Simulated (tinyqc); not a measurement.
Worked calculation: band edges of strained Si(1-x)Ge(x) on relaxed Si(1-y)Ge(y). Values are carried at full precision from step to step, so a last printed digit may differ when a step is redone from the rounded ones.

Values are linear in the Ge fraction but for ED(x) = linear - CD x (1 - x) and a(x) = linear - Ca x (1 - x). Energies are on the common scale of Ev.

Inputs chosen for the exercise (end members near Si and Ge, in this order; shifted at random, so the results belong to these values and not to a real crystal): a = (5.437, 5.665) angstrom (lattice constant); Dso = (0.044, 0.294) eV (spin-orbit splitting); av = (2.44, 1.25) eV (valence hydrostatic potential); b = (-2.09, -2.58) eV (tetragonal shear potential); d = (-4.8, -5.33) eV (trigonal shear potential); C11 = (164.1, 130.2) GPa; C12 = (63.5, 48) GPa; C44 = (80.2, 67.3) GPa; Ev = (0, 0.68) eV (top of the unstrained valence band); ED = (1.149, 0.943) eV (gap to the Delta valleys); EL = (2.002, 0.751) eV (gap to the L valleys); aD = (1.68, 1.31) eV (hydrostatic potential of the Delta gap); aL = (-2.83, -2.73) eV (hydrostatic potential of the L gap); XuD = (9.24, 9.71) eV (uniaxial potential, Delta); XuL = (16.07, 15.53) eV (uniaxial potential, L); CD = 0.217 eV (bowing of the Delta gap); Ca = 0.025 angstrom (bowing of the lattice constant); x = 1 (Ge fraction of the layer); y = 0.89 (Ge fraction of the relaxed buffer); face = 110 (growth face).

## Values of the layer and the buffer

Interpolate at x and at y.

Interpolated values (a in angstrom, C11, C12, C44 in GPa, all else in eV):
```
symbol     layer    buffer
a         5.6650    5.6375
Dso       0.2940    0.2665
av        1.2500    1.3809
b        -2.5800   -2.5261
d        -5.3300   -5.2717
C11     130.2000  133.9290
C12      48.0000   49.7050
C44      67.3000   68.7190
Ev        0.6800    0.6052
ED        0.9430    0.9444
EL        0.7510    0.8886
aD        1.3100    1.3507
aL       -2.7300   -2.7410
XuD       9.7100    9.6583
XuL      15.5300   15.5894
```

## Strain of the layer on a (110) buffer

Coherent growth on a (110) face: e_par = (a(y) - a(x))/a(x), e_perp = -(C11 + 3 C12 - 2 C44)/(C11 + C12 + 2 C44) e_par; exx = eyy = (e_par + e_perp)/2, ezz = e_par, exy = (e_perp - e_par)/2, eyz = ezx = 0.

Use the elastic constants of the layer.

e_par = -0.004859
e_perp = 0.002169

strain tensor in the cubic axes, rows x, y, z and columns alike:
$$\begin{pmatrix}
-0.001345 & 0.003514 & 0.000000 \\
0.003514 & -0.001345 & 0.000000 \\
0.000000 & 0.000000 & -0.004859
\end{pmatrix}$$

The layer is under compression in the plane; its volume changes by -0.755 %.

## Conduction valleys of the layer

A valley with unit axis u lies at Ev + gap + (av + a_valley) tr(e) + Xu (u.e.u - tr(e)/3); the Delta axes are x, y, z and the L axes [111], [1-1-1], [-11-1], [-1-11]. The second-order shift of the Delta valleys under shear is left out; it lowers the pair normal to the sheared plane by tens of meV at a shear of 1 %.

Give the hydrostatic shifts, the uniaxial shifts and the edges.

hydrostatic shifts of Delta and L (eV): [-0.0193, 0.0112]

uniaxial shifts (eV): Delta x 0.0114, Delta y 0.0114, Delta z -0.0227, L [111] 0.0364, L [1-1-1] -0.0364, L [-11-1] -0.0364, L [-1-11] 0.0364

valley edges (eV): Delta x 1.6150, Delta y 1.6150, Delta z 1.5809, L [111] 1.4786, L [1-1-1] 1.4058, L [-11-1] 1.4058, L [-1-11] 1.4786

The lowest set is L2 (the digit counts whole valleys) at 1.4058 eV; the Delta valleys spread over 34 meV and the L valleys over 73 meV.

## Valence edges of the layer

Valence edges: Ev plus the levels of the 6 x 6 matrix of X, Y, Z times spin with -Dso/3 + l exx + m (eyy + ezz) on the diagonal (cyclic), n exy off it, l = av + 2 b, m = av - b, n = sqrt(3) d. Spin-orbit term (Dso/3) L.sigma on X, Y, Z with (L_k)_ij = -i epsilon_kij: <X+|H|Y+> = -i Dso/3, <X+|H|Z-> = Dso/3, <Y+|H|Z-> = -i Dso/3, <Z+|H|X-> = -Dso/3, <Z+|H|Y-> = i Dso/3, <X-|H|Y-> = i Dso/3, and their conjugates; + and - are the spin along z.

Give the strain block and the three twofold edges.

strain block (eV), rows X, Y, Z and columns alike:
$$\begin{pmatrix}
-0.0185 & -0.0324 & 0 \\
-0.0324 & -0.0185 & 0 \\
0 & 0 & 0.0087
\end{pmatrix}$$

edges from the top (eV): [0.6914, 0.6528, 0.3734]

The top two edges are split by 39 meV.

## Gap and offsets against the buffer

Buffer: Ev(y) and Ec = Ev(y) + min(ED, EL). dEc = Ec(buffer) - Ec(layer), dEv = Ev(layer) - Ev(buffer); positive values confine the carrier in the layer; type I if both have one sign.

gap of the strained layer = 0.7144 eV
gap of the buffer = 0.8886 eV
dEc = 0.0880 eV
dEv = 0.0862 eV

Type I: electrons collect in the layer (88 meV) and holes in the layer (86 meV). The relaxed layer would have a gap of 0.751 eV, so strain has moved it by -37 meV.

## Checks

- Mean of the three Delta edges against the hydrostatic shift alone (eV): both 1.60367.

Program tinyqc; command `OMP_NUM_THREADS=1 python tinyqc.py 1081014 1081015 out.jsonl`; about 0.01 s on one thread of a shared Intel(R) Xeon(R) Processor @ 2.30GHz.
